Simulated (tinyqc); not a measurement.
Shape of the cross-section: round or elliptic silicon nanowire with anisotropic valleys (Ritz method).

Wire along x = [100] on a (001) wafer, y = [010], z = [001]. Valley groups, two valleys each (w = inverse masses): A, axis along z: w_y = 1/mt, w_z = 1/ml, m_x = mt; B, axis along y: w_y = 1/ml, w_z = 1/mt, m_x = mt; C, axis along x: w_y = w_z = 1/mt, m_x = ml.

Constants: hbar^2/2m0 = 3.80998211 eV angstrom^2.

Values chosen for the exercise (near those of a Si nanowire; shifted at random, so the results belong to these values and not to a real crystal):
```
symbol  value  unit  meaning
ml      0.934  m0    longitudinal mass
mt      0.194  m0    transverse mass
area    35.2   nm^2  cross-section, kept fixed
hw      2            height over mean width
```

Equal area, hard walls, lowest level of -c (w_y d2/dy2 + w_z d2/dz2), c = hbar^2/2m0. Rectangle W x H with H/W = hw; ellipse with b/a = hw; trapezoid of height H, base W/0.8 and top 0.6 of the base; isosceles triangle of height H and base 2W. Ellipse, trapezoid and triangle by converged Ritz bases; 1 nm^2 = 100 angstrom^2.

Cases:
```
shape
rectangle
ellipse
trapezoid
triangle
```

Rank the cases by B (eV), lowest first.

Answer: ellipse, rectangle, trapezoid, triangle.

Levels:
```
shape      A (eV)  B (eV)  B - A (meV)
rectangle  0.1158  0.0504        -65.4
ellipse    0.1008  0.0464        -54.4
trapezoid  0.1043  0.0514        -53.0
triangle   0.0709  0.0646         -6.4
```

W = 42.0 angstrom
H = 83.9 angstrom

For group A the order is triangle, ellipse, trapezoid, rectangle, spanning 63 %. For group B the order is ellipse, rectangle, trapezoid, triangle, spanning 39 %. The ellipse lies below the rectangle for both groups, since corners hold little of the wave function. The triangle is lowest for A, whose light mass lies across the width and gains from the wide base. The spacing B - A of the valley groups runs from -65 to -6 meV.

tinyqc: `OMP_NUM_THREADS=1 python tinyqc.py 1250763 1250764 out.jsonl`; about 0.03 s, one thread, shared Intel(R) Xeon(R) Processor @ 2.30GHz.
